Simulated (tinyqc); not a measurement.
Worked calculation: mean-field antiferromagnet of the Hubbard model on the simple cubic lattice. Values are carried at full precision from step to step, so a last printed digit may differ when a step is redone from the rounded ones.

e(k) = -2 t (cx + cy + cz) - 4 t2 (cx cy + cy cz + cz cx), ci = cos ki; one electron a site; Q = (pi, pi, pi). <n_up - n_dn> = m cos(Q.R) gives Delta = U m/2 and bands E = e+ -/+ sqrt(e-^2 + Delta^2), e+- = (e(k) +- e(k + Q))/2 (the constant U/2 is dropped). Means run over the mesh k_i = 2 pi (j + 1/2)/N of the whole zone: mu from mean(f(E-) + f(E+)) = 1; m(out) = mean of Delta (f(E-) - f(E+))/sqrt(e-^2 + Delta^2); free energy per site F = -kT mean[ln(1 + exp(-(E- - mu)/kT)) + ln(1 + exp(-(E+ - mu)/kT))] + mu + U m^2/4.

Constants: kB = 8.617333262e-05 eV/K.

Values chosen for the exercise: t = 1.19 eV (nearest hopping); t2 = -0.3 eV (second hopping); N = 4 (mesh); U = 11.64 eV (on-site repulsion); m0 = 0.85 (starting staggered moment); T = 100 K.

## Folded levels on the mesh

Collect the points with equal |e-| and e+.

Classes of points:

| \|e-\| (eV) | e+ (eV) | points |
|---|---|---|
| 1.68291 | -0.60000 | 48 |
| 5.04874 | 1.80000 | 16 |

## One mean-field step

From m = m0 form Delta, the two bands of each class and m(out).

Delta = 4.9470 eV

E-, E+ and Delta/sqrt(e-^2 + Delta^2) of each class:

| \|e-\| (eV) | E- (eV) | E+ (eV) | Delta/sqrt(e-^2 + Delta^2) |
|---|---|---|---|
| 1.6829 | -5.8254 | 4.6254 | 0.9467 |
| 5.0487 | -5.2684 | 8.8684 | 0.6999 |

m(out) = 0.8850

m(out) is above m0, so the next step starts from a larger moment.

## Self-consistency

Repeat with m = m(out) until |m(out) - m| < 1e-8; F(0) is the free energy at m = 0.

Iterations:

| step | m | Delta (eV) | m(out) | F (eV) |
|---|---|---|---|---|
| 1 | 0.850000 | 4.94700 | 0.885007 | -3.583695 |
| 2 | 0.885007 | 5.15074 | 0.891447 | -3.587927 |
| 3 | 0.891447 | 5.18822 | 0.892576 | -3.588069 |
| 4 | 0.892576 | 5.19479 | 0.892772 | -3.588073 |
| 5 | 0.892772 | 5.19593 | 0.892806 | -3.588073 |
| 6 | 0.892806 | 5.19613 | 0.892812 | -3.588073 |
| 7 | 0.892812 | 5.19616 | 0.892813 | -3.588073 |
| 8 | 0.892813 | 5.19617 | 0.892813 | -3.588073 |
| 9 | 0.892813 | 5.19617 | 0.892813 | -3.588073 |
| 10 | 0.892813 | 5.19617 | 0.892813 | -3.588073 |

m = 0.8928
Delta = 5.1962 eV
lowest E+ minus highest E- on the mesh = 10.3069 eV
F - F(0) = -1063.70 meV

Converged in 10 steps. The ordered state lies 1063.70 meV a site below the paramagnet and is an insulator on this mesh. A mesh of N = 16 gives m = 0.894 and F - F(0) = -1187.3 meV.

## Checks

- Energy gain at U = 400 t against the exchange limit -z t^2/U a site (z neighbours), counted from -U/4 (eV): both -0.0178.

Program tinyqc; command `OMP_NUM_THREADS=1 python tinyqc.py 1681770 1681771 out.jsonl`; about 0.1 s on one thread of a shared Intel(R) Xeon(R) Processor @ 2.30GHz.
